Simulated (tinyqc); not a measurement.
Ellipsometry and reflectance of a transparent film on an absorbing substrate: one step of the calculation.

Air (index 1), film, substrate with N2 = n2 - i k2; time factor exp(+i w t). q_j = sqrt(N_j^2 - sin^2 th), root with positive real part. Fresnel coefficients r_s = (q_a - q_b)/(q_a + q_b), r_p = (N_b^2 q_a - N_a^2 q_b)/(N_b^2 q_a + N_a^2 q_b). tan(Psi) exp(i Delta) = R_p/R_s, Delta taken from 0 to 360 degrees.

Question. Interface coefficients and thickness period. q0, q1, q2 and the coefficients r01 and r12 for p and s; the results repeat in d with the period lam/(2 q1).

Parameters, values chosen for the exercise; indices close to those of aluminium oxide on silicon: wavelength lam = 546.1 nm; angle of incidence th = 65 degrees; index of the transparent film n1 = 1.655; index of the substrate n2 = 4.086; extinction coefficient of the substrate k2 = 0.031.

Give: q0; q1; q2; r01,p; r01,s; r12,p; r12,s; period.

Answer.

q0 = 0.42262
q1 = 1.3848
q2 = 3.9842-0.0318i
r01,p = -0.089376
r01,s = -0.53235
r12,p = 0.35869-0.00313i
r12,s = -0.48417+0.00305i
period = 197.18 nm

Program tinyqc, `OMP_NUM_THREADS=1 python tinyqc.py 2870224 2870225 out.jsonl`; Intel Xeon 2.30GHz, shared host, one thread, about 0.3 s.
